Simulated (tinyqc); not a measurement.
Special k points of the bcc lattice: one step. Irreducible points and weights. Two cases, with inputs chosen for the exercise.

Problem. Join points that an operation carries into one another (modulo reciprocal vectors); list each class by its first point in the order of (j1, j2, ...).

Lattice vectors in units of a: a1 = (-1/2, 1/2, 1/2), a2 = (1/2, -1/2, 1/2), a3 = (1/2, 1/2, -1/2); reciprocal vectors b_i with a_i . b_j = 2 pi delta_ij. Mesh: k = sum_i f_i b_i with f_i = (2 j_i + shift)/(2 N), j_i = 0 .. N-1. The point group of the lattice has 48 operations; only those that map the mesh onto itself are used.

Case 1.

Values chosen (out of a larger set: the lattice of W; not measured data): N = 3 (points along each reciprocal vector); shift = 1 (half steps).

Case 2.

Values chosen (out of a larger set: the lattice of W; not measured data): N = 2 (points along each reciprocal vector); shift = 1 (half steps).

Give: Irreducible points; operations that keep the mesh; irreducible points.

Solution.

Case 1.

Irreducible points:
```
f1,f2,f3,weight
0.1667,0.1667,0.1667,8
0.1667,0.1667,0.8333,6
0.1667,0.5000,0.5000,12
0.5000,0.5000,0.5000,1
```

operations that keep the mesh = 48
irreducible points = 4

The weights add up to 27 = N^3; symmetry saves a factor 6.8.

Case 2.

Irreducible points:
```
f1,f2,f3,weight
0.2500,0.2500,0.2500,2
0.2500,0.2500,0.7500,6
```

operations that keep the mesh = 48
irreducible points = 2

The weights add up to 8 = N^3; symmetry saves a factor 4.0.

Computed by tinyqc, one run a case: `OMP_NUM_THREADS=1 python tinyqc.py N N+1 out.jsonl` with N = 1680056, 1680115; one thread of a shared Intel(R) Xeon(R) Processor @ 2.30GHz, about 0.2 s a run at most.
